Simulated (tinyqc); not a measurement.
Worked calculation: effective mass of the conduction band from tabulated energies. Values are carried at full precision from step to step, so a last printed digit may differ when a step is redone from the rounded ones.

c = hbar^2/2m0.
Constants: hbar^2/2m0 = 3.80998211 eV angstrom^2; kB = 8.617333262e-05 eV/K.

Inputs chosen for the exercise (out of a larger set: band of an eight-band Kane model near InAs; not measured data): T = 77 K (temperature).

## Finite differences

Energies along [111], from the band edge:
```
k (1/angstrom)   E (meV)
0.00000           0.0000
0.00390           2.2498
0.00780           8.8395
0.01170          19.3381
0.01560          33.1558
0.01950          49.6630
0.02340          68.2728
0.02730          88.4806
0.03120         109.8727
```

reference mass (curvature of the model at k = 0.0001 1/angstrom) = 0.02560 m0

The band is even in k. m = c k^2/E(k) from the points 1, 2, 4 (k = 0 is point 0); Richardson from points 1 and 2: c/m = [16 E(k1) - E(k2)]/(12 k1^2).

m from points 1, 2, 4 (m0): 0.02576  0.02622  0.02796

m by Richardson = 0.02561 m0

Errors against the reference: +0.62, +2.43 and +9.24 % and +0.02 %. The extrapolation removes the k^4 term.

## Least squares over all points

Fit E = a k^2 (a = sum k^2 E/sum k^4), then E = a k^2 + b k^4 from the normal equations; E in eV; m = c/a.

sums of k^4, k^6, k^8: 2.0294e-06  1.5728e-09  1.3211e-12

sums of k^2 E, k^4 E: 0.00024045  1.8327e-07

a, one term = 118.49 eV angstrom^2

a and b, two terms: 141.8  -3.014e+04

m, one and two terms (m0): 0.03215  0.02686

The parabola over all points errs by +25.6 % because the weights k^4 favour the outer points; the second term brings the error to +4.9 %.

## The non-parabolic form

E (1 + alpha E) = c k^2/m means that y = c k^2/E is a straight line in E with intercept m and slope m alpha. Fit the line by unweighted least squares over points 1 to 8, E in eV.

y (m0): 0.02576  0.02622  0.02697  0.02796  0.02917  0.03056  0.03209  0.03376

m = 0.02554 m0
alpha = 2.904 1/eV

The intercept errs by -0.23 %. The model has Eg = 0.41 eV, and for two bands alpha is near 1/Eg = 2.44 1/eV.

## Which mass for which use

From the fitted m and alpha: momentum mass at energy E, m (1 + 2 alpha E); curvature mass m (1 + 2 alpha E)^3; thermal factors to first order in alpha kT: density of states Nc (1 + 15 alpha kT/4), conductivity mass m (1 + 5 alpha kT). Take E = 3 kT/2.

alpha kT = 0.0193
momentum mass = 0.02702 m0
curvature mass = 0.03023 m0
factor on Nc = 1.0722
thermal conductivity mass = 0.02800 m0

alpha kT is small, so first order serves.

## Checks

- Two-term fit by normal equations against a least-squares routine: both 141.850.

Computed by tinyqc, a small Python program: `OMP_NUM_THREADS=1 python tinyqc.py 1850798 1850799 out.jsonl` (the numbers bound the seed that draws the inputs); one thread of a shared host (Intel(R) Xeon(R) Processor @ 2.30GHz), about 0.01 s for the whole set of steps.
